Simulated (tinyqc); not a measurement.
Two-band model of a narrow-gap semiconductor with electrons and holes: one step, computed by the program tinyqc.

Two parabolic bands with acoustic scattering (r = -1/2, a = 0), a gap that does not change with T, and fully ionised dopants. Melting is ignored, so values above the melting point are formal, and kappa_L does not change with T. eta_n = (E_F - E_c)/(k_B T), eta_p = -eta_n - E_g/(k_B T).

Problem. Both bands together. Both bands together (these totals replace the one-band zT): sigma = sigma_n + sigma_p; S = (sigma_p |S_p| - sigma_n |S_n|)/sigma; kappa_bip = (sigma_n sigma_p/sigma)(|S_n| + |S_p|)^2 T; kappa_e = (L_n sigma_n + L_p sigma_p) T; zT = S^2 sigma T/(kappa_L + kappa_e + kappa_bip); weak-field R_H = (r_p sigma_p^2/p - r_n sigma_n^2/n)/(e sigma^2), where the Hall factors r_n and r_p are <x^(3/2)> <x^(1/2)>/<s>^2.

Inputs (values chosen for the exercise, modelled on InAs): lattice thermal conductivity kappa_L = 22 W/(m K); temperature T = 610 K.

Doping: p-type.

Partial coefficients:
```
band,sigma (S/cm),|S| (microvolt/K),L (1e-8 V^2/K^2),density (1/cm^3),Hall factor
electrons,13.77659,433.3649,1.494147,1.236197e+16,1.174674
holes,8.216010,488.2988,1.489915,4.723620e+17,1.176279
```

Constants: e = 1.602176634e-19 C.

Give: conductivity sigma; Seebeck coefficient S; bipolar thermal conductivity; kappa_e; zT; Hall coefficient R_H.

Solution.

conductivity sigma = 21.99 S/cm

Seebeck coefficient S = -89.05 microvolt/K

bipolar thermal conductivity = 0.2667 W/(m K)

kappa_e = 0.02002 W/(m K)

zT = 4.773e-04

Hall coefficient R_H = -230.6 cm^3/C

The minority carriers have reversed the sign of S, and bipolar flow adds 1.2 % of the thermal conductivity.
